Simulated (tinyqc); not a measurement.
The 3-omega method: a line heater on a substrate with a thin film: one step, computed by the program tinyqc.

A current at angular frequency omega = 2 pi f heats the line at 2 omega with the amplitude P per length; the temperature swing Delta T at 2 omega gives a voltage at 3 omega. The substrate is taken as semi-infinite and isotropic, and the heat capacity of heater and film is left out.

Question. Temperature swing of the bare substrate. Delta T_s = (P/(pi kappa)) int_0^infinity (sin x/x)^2 / sqrt(x^2 + (q b)^2) dx with (q b)^2 = i |q b|^2, averaged over the heater width (12 Gauss-Legendre points on each of the pieces 0, 14 log-spaced edges from 1e-5 to 1, and multiples of pi to 40 pi; the tail adds 1/(4 (40 pi)^2)). For |q| b much below 1: Delta T_s = (P/(pi kappa)) [-ln(|q| b) + eta - i pi/4], eta = 3/2 - C_E = 0.92278, with Euler's C_E = 0.5772157.

Inputs (values chosen for the exercise, modelled on silica on silicon): substrate conductivity kappa = 148 W/(m K); substrate heat capacity C = 1.62 1e6 J/(m^3 K); heater half-width b = 4.7 micrometre; power amplitude per length P = 24 W/m; current frequency f = 73 Hz.

|q| b = 0.01489330

Give: in-phase Delta T_s; out-of-phase Delta T_s; in-phase, narrow-line form; out-of-phase, narrow-line form.

Answer.

in-phase Delta T_s = 0.2648 K

out-of-phase Delta T_s = -0.04053 K

in-phase, narrow-line form = 0.2648 K

out-of-phase, narrow-line form = -0.04054 K

The narrow-line form misses the in-phase part by 0.00 % and the out-of-phase part by 0.0 % at |q| b = 0.015. Caution: the penetration depth exceeds a fifth of the substrate thickness, so the back face is felt and the semi-infinite formula fails.
